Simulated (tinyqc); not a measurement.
From oxide share of the counts back to oxide thickness d: X-ray photoelectron analysis of a thin oxide on a semiconductor: attenuation lengths, thickness, angle series and band offsets. Computed by tinyqc, a small Python program. Command: `OMP_NUM_THREADS=1 python tinyqc.py 3112033 3112034 out.jsonl xps inv`. One thread of a shared host (Intel(R) Xeon(R) Processor @ 2.30GHz), about 0.01 s of CPU time with the checks.

The same element is seen in the oxide and in the substrate, at nearly the same kinetic energy; films are flat and uniform, and the work function is ignored.

Inputs (values chosen for the exercise, modelled on SiO2 on silicon):

| quantity | value | unit |
|---|---|---|
| photon energy | 650 | eV |
| binding energy of the core level | 99.4 | eV |
| oxide density | 2.14 | g/cm^3 |
| oxide formula mass | 60.08 | g/mol |
| valence electrons per oxide formula | 16 | - |
| oxide gap | 9 | eV |
| substrate density | 2.33 | g/cm^3 |
| substrate formula mass | 28.09 | g/mol |
| valence electrons per substrate formula | 4 | - |
| substrate gap | 1.12 | eV |
| emission angle from the normal | 30 | degrees |
| attenuation length over inelastic mean free path | 0.91 | - |
| carbon overlayer | 0.98 | nm |

Method:
- TPP-2M: lambda = E/(E_p^2 [b ln(c E) - C/E + D/E^2]) in angstrom, E_p = 28.8 sqrt(N_v rho/M), b = -0.10 + 0.944/sqrt(E_p^2 + E_g^2) + 0.069 rho^0.1, c = 0.191/sqrt(rho), U = N_v rho/M, C = 1.97 - 0.91 U, D = 53.4 - 20.8 U, with E = photon energy less binding energy in eV.
- Attenuation length L = factor x lambda.
- R_0 = (rho_o/M_o) L_o/((rho_s/M_s) L_s); peak ratio R = I_ox/I_sub = R_0 [exp(d/(L_o cos theta)) - 1]; hence d = L_o cos theta ln(1 + R/R_0). A carbon layer weakens both peaks alike, by exp(-d_C/(L_o cos theta)) if its L is taken equal to L_o. This R_0 leaves out intrinsic losses from the substrate peak, so calibrated values can be larger.

Problem. A run gave the result below. Find the oxide thickness d, known to lie between 1.5 and 2.7 nm.

oxide share of the counts = 0.5281798

Solution.

Each step takes the trial c = (a f_b - b f_a)/(f_b - f_a), f being the result less the target and a, b, c the logarithms of the listed values; c replaces end b, the old b replaces a if the sign of f changed, and otherwise f_a is halved.

Scan of the range:

| oxide thickness d (nm) | oxide share of the counts |
|---|---|
| 1.50 | 0.477626 |
| 1.65 | 0.515701 |
| 1.82 | 0.556377 |
| 2.01 | 0.598735 |
| 2.22 | 0.641803 |
| 2.45 | 0.684599 |
| 2.70 | 0.726183 |

False position (Illinois rule, in the logarithm of the input) inside the bracket:

| step | end a | end b | trial | oxide share of the counts |
|---|---|---|---|---|
| 1 | 1.65000 | 1.82000 | 1.70039 | 0.528033 |
| 2 | 1.82000 | 1.70039 | 1.70099 | 0.528178 |
| 3 | 1.82000 | 1.70099 | 1.70101 | 0.528181 |
| 4 | 1.70099 | 1.70101 | 1.70100 | 0.528180 |

Oxide share of the counts rises at every point of a 13-point scan of the range (every second point is shown), so one value fits; it is bracketed by 1.65 and 1.82. Answer: oxide thickness d = 1.701 nm.
